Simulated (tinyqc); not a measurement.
## Pinning factor and decay constant from two barriers

Problem. phiB = S (phiM - chi) + (1 - S)(Eg - E0) with S = 1/(1 + (1/S0 - 1) exp(-be ti)). Find S0, S at the given thickness and be.

Values chosen for this exercise; semiconductor values close to those of 4H silicon carbide; interlayer mass of the order of that in titanium dioxide, offset chosen freely: band gap Eg = 3.37 eV; electron affinity chi = 3.58 eV; charge-neutrality level above the valence band E0 = 2 eV; metal work function phiM = 3.88 eV.

phiB at ti = 0, 0.3 nm (eV): 0.6531  0.46977295

Answer. Each barrier gives its S by linear interpolation between the pinned and the unpinned value; the ratio of the two values of 1/S - 1 is exp(be ti).

S0 = 0.6700
S = 0.8413
be = 3.200 1/nm

Computed by the program tinyqc: `OMP_NUM_THREADS=1 python tinyqc.py 2270070 2270071 out.jsonl`, one thread of a shared Intel Xeon 2.30GHz, about 0.04 s for the whole run.
